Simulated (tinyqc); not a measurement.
Worked calculation: ellipsoidal valleys in the axes of a wafer and a channel. Values are carried at full precision from step to step, so a last printed digit may differ when a step is redone from the rounded ones.

Valleys with axes a along x, y and z, two valleys each; inverse mass tensor w = 1/mt + (1/ml - 1/mt) a a. Device axes: z = nz/|nz|, x = nx/|nx|, y = z cross x; in them a = (ax, ay, az). Confinement mass mz = 1/w_zz. In the plane w_ij is replaced by u_ij = w_ij - w_iz w_jz/w_zz (i, j = x, y); density-of-states mass md = 1/sqrt(det u); conductivity mass along x mc = 1/u_xx; ballistic transport mass mx = u_yy/det u, width mass my = 1/u_yy.

Constants: hbar^2/2m0 = 3.80998211 eV angstrom^2; kB = 8.617333262e-05 eV/K.

Parameters, chosen for this exercise (near those of the Delta valleys of Si; not measured data): ml = 0.889 m0 (longitudinal mass); mt = 0.193 m0 (transverse mass); nz = (0, 0, 1) (surface normal (confinement)); nx = (1, 0, 0) (channel direction); t = 8.3 nm (thickness of the film); T = 300 K (temperature).

## Device axes and valley axes

Give the rows x, y, z in cubic components and each valley axis in device components.

device axes, rows x, y, z; columns [100], [010], [001]:
$$\begin{pmatrix}
1.0000 & 0.0000 & 0.0000 \\
0.0000 & 1.0000 & 0.0000 \\
0.0000 & 0.0000 & 1.0000
\end{pmatrix}$$

valley axes, rows x, y, z; columns ax, ay, az:
$$\begin{pmatrix}
1.0000 & 0.0000 & 0.0000 \\
0.0000 & 1.0000 & 0.0000 \\
0.0000 & 0.0000 & 1.0000
\end{pmatrix}$$

## Tensors of the valley y

Form w and the reduced tensor u.

w (1/m0), rows x, y, z and columns alike:
$$\begin{pmatrix}
5.1813 & 0.0000 & 0.0000 \\
0.0000 & 1.1249 & 0.0000 \\
0.0000 & 0.0000 & 5.1813
\end{pmatrix}$$

u (1/m0), rows x, y and columns alike:
$$\begin{pmatrix}
5.1813 & 0.0000 \\
0.0000 & 1.1249
\end{pmatrix}$$

w_xz = w_yz = 0: the normal is a principal axis and u is the upper block of w.

## Masses of all valleys

Give mz, md, mc, mx and my.

Masses (m0):
```
valley      mz      md      mc      mx      my
x       0.1930  0.4142  0.8890  0.8890  0.1930
y       0.1930  0.4142  0.1930  0.1930  0.8890
z       0.8890  0.1930  0.1930  0.1930  0.1930
```

mz md^2 = ml mt^2 = 0.03311 for every valley, so a heavy confinement mass comes with a small density of states. The heaviest mz is 0.889, for z.

## Subbands and shares in a film

Hard walls: E_n = c (n pi/t)^2/mz, c = hbar^2/2m0, n = 1, 2, 3. Non-degenerate share of a valley proportional to md sum_n exp(-E_n/kT); mean 1/mc = sum of share/mc. 1 nm = 10 angstrom.

Give the ladders, the shares and the mean conductivity mass.

Subbands:
```
valley  E1 (meV)  E2 (meV)  E3 (meV)  share
x           28.3     113.1     254.5  0.268
y           28.3     113.1     254.5  0.268
z            6.1      24.6      55.3  0.464
```

mean mc = 0.2442 m0

The lowest ladder (z) holds 46 % of the electrons in these valleys, the next starts 22 meV higher. With E3 - E1 below about 3 kT, three subbands are too few and the shares are approximate.

## Checks

- mz md^2 against ml mt^2: they agree to 1e-10 or better.
- mx my against md^2: they agree to 1e-10 or better.

Run: tinyqc, `OMP_NUM_THREADS=1 python tinyqc.py 1880311 1880312 out.jsonl`; Intel(R) Xeon(R) Processor @ 2.30GHz, one thread, shared host; about 0.01 s of CPU time with all checks.
